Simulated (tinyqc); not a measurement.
# Reduced doping and fringe capacitance from two biases

Problem. C = eps0 eps_r hr/W + Cf with W = sqrt(2 eps0 eps_r (Vb + V)/(q Nr)), 1/Nr = 1/Na + 1/Nd. Find Cf, W at zero bias and Nr.

Inputs (values chosen for the exercise); values close to those of silicon near 1550 nm:
```
symbol,value,unit,meaning
eps_r,11.7,,relative permittivity of the semiconductor
Vb,0.9,V,built-in voltage
hr,220,nm,rib height
```

Constants: q = 1.602176634e-19 C, eps0 = 8.8541878128e-14 F/cm where lengths are in cm. Results are converted to the units shown.

C at V = 0 and 3 V (pF/m): 292.87464  156.28089

Answer. C is linear in (Vb + V)^(-1/2); the intercept is Cf.

Cf = 30.00 pF/m
W(0) = 86.70 nm
Nr = 1.548e17 cm^-3

tinyqc, about 0.01 s, one thread, Intel Xeon 2.30GHz (shared host): `OMP_NUM_THREADS=1 python tinyqc.py 2650130 2650131 out.jsonl`
